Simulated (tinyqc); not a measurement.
Thermal and gravitational stress in a wafer during furnace and rapid thermal processing, and the onset of slip: one step, computed by the program tinyqc.

A thin free disc in plane stress, isotropic; T(r) = T_centre + dT (r/R)^n with n = 2. Stress is positive in tension; sigma_SB = 5.670374419e-8 W/(m^2 K^4), g = 9.80665 m/s^2.

Problem. Gravity. Own weight q = rho g t on a ring of radius b R, x = r/R: moments of an edge-supported plate, M_r = q R^2 (3 + nu)(1 - x^2)/16 and M_t = q R^2 [(3 + nu) - (1 + 3 nu) x^2]/16, less the uniform moment inside the ring load, q R^2 [(1 - nu)(1 - b^2) - 2 (1 + nu) ln b]/8; stress at the lower face = 6 M/t^2.

Inputs (values chosen for the exercise, for a model wafer):
```
quantity                           value        unit
wafer radius R                       100          mm
thickness t                          725  micrometre
Poisson ratio nu                    0.24           -
density rho                         2330      kg/m^3
radius of the support ring over R   0.89           -
```

Give: stress at the centre; radial stress at the ring; hoop stress at the ring.

Solution.

stress at the centre = 0.2773 MPa

radial stress at the ring = -0.02605 MPa

hoop stress at the ring = 0.1162 MPa
